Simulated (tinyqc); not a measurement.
Matthiessen's rule against the full average: mobility of a non-polar semiconductor in the relaxation-time approximation. Computed by tinyqc, a small Python program. Command: `OMP_NUM_THREADS=1 python tinyqc.py 3025051 3025052 out.jsonl rta walk`. One thread of a shared host (Intel(R) Xeon(R) Processor @ 2.30GHz), about 0.01 s of CPU time with the checks.

Each valley is treated as a sphere of mass m_d for states and rates, with one isotropic relaxation time; the conductivity mass m_c sets the current.

Inputs (values chosen for the exercise, for a model non-polar semiconductor):
```
quantity                                            value       unit
longitudinal mass m_l                                0.51        m_0
transverse mass m_t                                  0.21        m_0
equivalent valleys Z                                    3          -
static permittivity eps_s                            9.06          -
density rho                                          2660     kg/m^3
sound velocity v_l                                   8180        m/s
acoustic deformation potential D_A                     12         eV
phonon energy hbar w                                 82.8        meV
optical or intervalley deformation potential D_o        4  1e8 eV/cm
final valleys Z_f                                       2          -
carrier density n                                 3.9e+14     1/cm^3
compensation ratio C                                 0.17          -
temperature T                                         300          K
alloy fraction x                                     0.31          -
alloy potential U                                    0.33         eV
lattice constant a                                   5.53   angstrom
```

Band: parabolic. Impurity formula: Brooks-Herring. Further scattering: alloy.

Constants: k_B = 8.617333262e-05 eV/K; m_0 = 9.1093837015e-31 kg; e = 1.602176634e-19 C; hbar = 1.054571817e-34 J s; eps_0 = 8.8541878128e-12 F/m; k_B = 1.380649e-23 J/K; hbar = 6.582119569e-16 eV s.

Method:
- m_d = (m_l m_t^2)^(1/3); 1/m_c = (1/m_l + 2/m_t)/3; Hall mass factor A = 3 K_m (K_m + 2)/(2 K_m + 1)^2, K_m = m_l/m_t; N_I = n (1 + C)/(1 - C).
- Parabolic band: E = hbar^2 k^2/(2 m), speed v = hbar k/m, states per spin, volume and energy g(E) = m k/(2 pi^2 hbar^2). Here m = m_d. Masses are multiplied by m_0 and all formulas are in SI units.
- The reduced Fermi level eta = E_F/(k_B T) solves n = 2 Z int g f dE with f = 1/(1 + exp(x - eta)) (Z = 1 unless valleys are given); screening length L_s = sqrt(eps_s eps_0 k_B T/(e^2 dn/deta)), dn/deta = 2 Z int g f (1 - f) dE.
- Integrals over x = E/(k_B T) use 160 Gauss-Legendre points in u = sqrt(x) from 0 to sqrt(max(eta, 0) + 32).
- Phonon occupation N_q = 1/(exp(hbar w/(k_B T)) - 1).
- Acoustic deformation potential (elastic, equipartition, absorption and emission together): 1/tau = 2 pi k_B T D_A^2 g(E)/(hbar rho v_l^2).
- Optical or intervalley deformation potential: 1/tau = (pi Z_f D_o^2/(rho w)) [N_q g(E + hbar w) + (N_q + 1) g(E - hbar w)], with g = 0 below the band edge.
- Each optical term is multiplied by (1 - f(E'))/(1 - f(E)), E' the final energy, for Pauli blocking.
- Singly charged impurities, momentum relaxation: 1/tau = N_I e^4 m (1 + 2 alpha E) Phi/(8 pi (eps_s eps_0)^2 hbar^3 k^3), with alpha = 0 for a parabolic band.
- Brooks-Herring: Phi = ln(1 + b) - b/(1 + b), b = 4 k^2 L_s^2.
- Alloy disorder: 1/tau = (2 pi/hbar) Omega x (1 - x) U^2 g(E), Omega = a^3/4 (other conventions for Omega rescale U).
- mu = (m_d/m_c) (2 Z e/(3 n k_B T)) int g v^2 tau f (1 - f) dE.
- Averages over x are split at the emission threshold x_0 = hbar w/(k_B T): 64 Gauss-Legendre points in sqrt(x) below it and 128 in sqrt(x - x_0) above it, up to x = max(eta, 0) + 32.
- Rates are added at each energy before the average. With <y> = int g v^2 y f (1 - f) dE: Hall factor r_H = A (3 n k_B T/(2 Z m_d)) <tau^2/(1 + 2 alpha E)>/<tau>^2 (alpha = 0 for a parabolic band); Hall mobility r_H mu; |S| = (k_B/e) (<x tau>/<tau> - eta); resistivity 1/(n e mu).
- Matthiessen's rule adds 1/mu of the separate processes.

acoustic mobility = 1927.87 cm^2/(V s)

optical mobility = 138568 cm^2/(V s)

ionised impurity mobility = 500154 cm^2/(V s)

alloy mobility = 6559.97 cm^2/(V s)

drift mobility mu = 1427.92 cm^2/(V s)

Separate mobilities:
```
process           mu (cm^2/(V s))  share of the sum of 1/mu (%)
acoustic               1.9279e+03                        76.240
optical                1.3857e+05                         1.061
ionised impurity       5.0015e+05                         0.294
alloy                  6.5600e+03                        22.406
```

mobility by Matthiessen's rule = 1469.8 cm^2/(V s)

excess of Matthiessen's rule over the full mu = 2.9334 %

What follows from these numbers?

The rule gives 1470 against the full 1428, 2.9 % too high; it can only overestimate, since each separate average is carried by the energies where that process is weak. The largest shares are acoustic (76 %) and alloy (22 %).

Extremes, crossings and ranges named in words are read from the listed rows.
